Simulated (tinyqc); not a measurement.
Limits against temperature: thermal and gravitational stress in a wafer during furnace and rapid thermal processing, and the onset of slip. Computed by tinyqc, a small Python program. Command: `OMP_NUM_THREADS=1 python tinyqc.py 3008548 3008549 out.jsonl slip walk`. One thread of a shared host (Intel(R) Xeon(R) Processor @ 2.30GHz), about 0.01 s of CPU time with the checks.

A thin free disc in plane stress, isotropic; T(r) = T_centre + dT (r/R)^n. Stress is positive in tension; sigma_SB = 5.670374419e-8 W/(m^2 K^4), g = 9.80665 m/s^2.

Inputs (values chosen for the exercise, modelled on silicon): wafer radius R = 100 mm; thickness t = 725 micrometre; Young's modulus E = 153 GPa; expansion alpha = 4.27 1e-6/K; prefactor A of the critical stress = 0.00031 MPa; energy U of the critical stress = 1.1 eV; density rho = 2330 kg/m^3; heat capacity c = 962 J/(kg K); conductivity k = 23 W/(m K); wafer spacing s = 11 mm.

Constants: k_B = 8.617333262e-05 eV/K.

Method. Critical resolved stress tau_c = A exp(U/(k_B T)), a form chosen for the exercise; slip when 0.492799 |s_tt(R)| > tau_c; allowed |dT| = tau_c (n + 2)/(0.492799 n alpha E). In a stack heated from the rim, heat flows inward by conduction and by radiation between wafers: k_eff = k + (16/3) sigma_SB T^3 s^2/t (a diffusion estimate with the spacing as path length). A steady ramp gives the parabolic lag dT = rho c (ramp) R^2/(4 k_eff); the allowed ramp uses n = 2.

For the parabolic profile:
```
T (K)  tau_c (MPa)  allowed |dT| (K)  k_eff (W/(m K))  allowed ramp (K/min)
1050        59.038            366.75            81.43                319.76
1125        26.251            163.07            94.86                165.64
1200        12.917             80.24           110.22                 94.70
1275         6.909             42.92           127.61                 58.64
1350         3.961             24.61           147.18                 38.78
1425         2.408             14.96           169.05                 27.08
1500         1.539              9.56           193.35                 19.79
```

From 1050 to 1500 K the allowed difference falls 38 times and the allowed ramp 16 times; radiation, which grows as T^3, gives back a factor 2.37. Ramps must slow as the wafer gets hotter.
